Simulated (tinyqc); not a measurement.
Concentration-dependent dopant diffusion with charged defects and the built-in field: one step, computed by the program tinyqc.

A constant source C_s feeds a half space. The dopant moves through neutral point defects and through charged ones, whose number grows with the majority carrier density n.

Question. Diffusivity at the surface. n = C/2 + sqrt(C^2/4 + n_i^2); D(C) = h [Dx + D1 (n/n_i)], h = 1.

Inputs (values chosen for the exercise, modelled on arsenic in silicon): surface concentration C_s = 6.6e+19 1/cm^3; temperature T = 1025 C.

Field enhancement: off.

n_i = 8.150293e+18 1/cm^3

partial diffusivities (cm^2/s): Dx 4.402116e-16, D1 2.512631e-15

intrinsic diffusivity D_i = 2.952843e-15 cm^2/s

Give: n/n_i; field factor h; surface diffusivity D_s; enhancement D_s/D_i.

Answer.

n/n_i = 8.220

field factor h = 1

surface diffusivity D_s = 2.109e-14 cm^2/s

enhancement D_s/D_i = 7.143

C_s is 8.10 times n_i: diffusion is extrinsic near the surface. At such a C_s dopants can cluster or exceed their solubility, which the model leaves out. Caution: the built-in field is switched off although C_s exceeds n_i; with it D_s would be larger by the factor 1 + C_s/sqrt(C_s^2 + 4 n_i^2).
